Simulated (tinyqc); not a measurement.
Threshold of a short bulk MOSFET: charge sharing, barrier lowering, narrow width: one step of the calculation.

n-channel device on a p-type body, depletion approximation, full ionisation. Uniform doping N = Na. Vbi from Boltzmann statistics is rough for the degenerate source. Cox = eps0 eox/tox.

Task. Long-channel threshold and scales. ni = sqrt(Nc Nv) exp(-Eg/(2 Vt)), Eg in volts; 2 pB = 2 Vt ln(N/ni); flat band Vfb - Vt ln(N/Na); Wd = sqrt(2 eps0 eps_r (2 pB - Vbs)/(q N)); body term q N Wd/Cox; long-channel VT0 = flat band + 2 pB + body term; Vbi = Vt ln(N Nsd/ni^2); scale length l = sqrt((eps_r/eox) tox Wd).

Parameters, values chosen for the exercise; band and dielectric values close to those of silicon:
- T = 300 K (temperature)
- Eg = 1.14 eV (band gap)
- eps_r = 11.6 (relative permittivity)
- Nc = 2.83e19 cm^-3 (conduction-band density of states at T)
- Nv = 2.68e19 cm^-3 (valence-band density of states at T)
- eox = 3.9 (relative permittivity of the gate insulator (close to silicon dioxide))
- tox = 4.6 nm (insulator thickness)
- Na = 7.4e17 cm^-3 (channel doping)
- Nsd = 1e20 cm^-3 (source and drain doping)
- Vfb = -0.71 V (flat-band voltage for the doping Na)
- Vbs = -1 V (body-source voltage)

Constants: q = 1.602176634e-19 C, kB = 1.380649e-23 J/K, Vt = kB T/q, eps0 = 8.8541878128e-14 F/cm where lengths are in cm. Results are converted to the units shown.

Give: N; 2 pB; flat band; Wd; body term; VT0; Vbi; l.

Result.

N = 7.400e17 cm^-3
2 pB = 0.9530 V
flat band = -0.7100 V
Wd = 58.17 nm
body term = 0.9187 V
VT0 = 1.162 V
Vbi = 1.080 V
l = 28.21 nm

tinyqc, about 0.01 s, one thread, Intel Xeon 2.30GHz (shared host): `OMP_NUM_THREADS=1 python tinyqc.py 2002145 2002146 out.jsonl`
